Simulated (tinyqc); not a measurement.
One-sided p+-n junction, ionisation integral and breakdown: effect of the drift doping.

A p+ layer at x < 0 and an n drift layer from x = 0. Depletion approximation, built-in voltage neglected. Local ionisation coefficients alpha_n = an exp(-(bn/E)^mx), alpha_p = ap exp(-(bp/E)^mx). Electrons move towards +x, holes towards x = 0.

W = sqrt(2 eps0 eps_r V/(q N)), peak field E0 = q N W/(eps0 eps_r), falling linearly to 0 at W. G(x) = integral from 0 to x of (alpha_n - alpha_p); I_n = integral of alpha_n exp(-G) (electrons injected at x = 0), I_p = integral of alpha_p exp(G(end) - G) (holes injected at the far edge); M = 1/(1 - I). Integrals on a fine grid; BV is where I_n = 1. Specific on-resistance Ron = W/(q mu N) with constant mobility and full ionisation.

Values chosen for this exercise; material values close to those of 4H silicon carbide: relative permittivity eps_r = 9.6; prefactor of the electron ionisation coefficient an = 1.82e8 1/cm; field constant for electrons bn = 3.45e7 V/cm; prefactor of the hole ionisation coefficient ap = 3.54e8 1/cm; field constant for holes bp = 2.42e7 V/cm; exponent mx = 1; electron mobility of the drift layer mu = 880 cm^2/(V s).

Constants: q = 1.602176634e-19 C, eps0 = 8.8541878128e-14 F/cm where lengths are in cm. Results are converted to the units shown.

Result of one run:
```
BV (V),E0 at BV (kV/cm),W at BV (um),Ron (mohm cm^2),BV^2/Ron (MW/cm^2),eps0 eps_r mu E0^3/4 (MW/cm^2)
2.70e3,2.57e3,21.0,2.29,3.19e3,3.19e3
```

Which donor density of the drift layer N gave this result: 9.2e14, 6.5e15, 2.4e16 or 4.6e16 cm^-3?

N = 6.5e15 cm^-3.

The whole series:
```
N (cm^-3),BV (V),E0 at BV (kV/cm),W at BV (um),Ron (mohm cm^2),BV^2/Ron (MW/cm^2),eps0 eps_r mu E0^3/4 (MW/cm^2)
9.2e14,1.41e4,2.21e3,127,98.2,2.02e3,2.02e3
1.8e15,7.95e3,2.32e3,68.5,27.0,2.34e3,2.34e3
3.4e15,4.65e3,2.44e3,38.1,7.95,2.72e3,2.72e3
6.5e15,2.70e3,2.57e3,21.0,2.29,3.19e3,3.19e3
1.2e16,1.62e3,2.71e3,12.0,0.708,3.72e3,3.72e3
2.4e16,918,2.88e3,6.37,0.188,4.48e3,4.48e3
4.6e16,541,3.06e3,3.53,0.0545,5.37e3,5.37e3
8.8e16,321,3.26e3,1.97,0.0159,6.50e3,6.50e3
```

BV falls from 14100 to 321 V while the critical field rises from 2210 to 3260 kV/cm. BV goes as N^(-0.85) between the first two rows and N^(-0.80) between the last two (a coefficient proportional to E^7 gives -0.75 without punch-through). Ron goes as BV^(2.31) over the table; the last two columns agree since BV = E0 W/2 and N = eps0 eps_r E0/(q W).

Program tinyqc, `OMP_NUM_THREADS=1 python tinyqc.py 2120134 2120135 out.jsonl`; Intel Xeon 2.30GHz, shared host, one thread, about 0.1 s.
